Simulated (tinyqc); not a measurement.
Gap and radiative efficiency from Jsc and Voc.

Inverse problem. Photon flux above E from a black body at temperature T into a hemisphere: Phi(E, T) = A sum_k exp(-k E/th)[E^2 th/k + 2 E th^2/k^2 + 2 th^3/k^3], k = 1, 2, ..., with th = kB T/q in eV and A = 2 pi q^3/(h^3 c^2). A cell with a sharp absorption edge has Jsc = q fs X Phi(Eg, Ts) and Voc = Vt ln(1 + Jsc/J0), J0 = q ge Phi(Eg, T)/ERE. Find Eg and ERE.

Inputs (values chosen for the exercise): cell temperature T = 280 K; temperature of the black-body sun Ts = 5760 K; share of the hemisphere filled by the sun fs = 2.16e-5; concentration X = 10; number of faces that emit ge = 1.

Constants: q = 1.602176634e-19 C, kB = 1.380649e-23 J/K, h = 6.62607015e-34 J s, c = 299792458 m/s, Vt = kB T/q. Results are converted to the units shown.

Jsc = 139.027811 mA/cm^2
Voc = 2.03886068 V

Solution. Phi falls steadily with E, so Jsc fixes Eg; Voc gives J0, and its ratio to the radiative dark current is 1/ERE.

Eg = 2.270 eV
ERE = 1.000

tinyqc, about 0.01 s, one thread, Intel Xeon 2.30GHz (shared host): `OMP_NUM_THREADS=1 python tinyqc.py 2820130 2820131 out.jsonl`
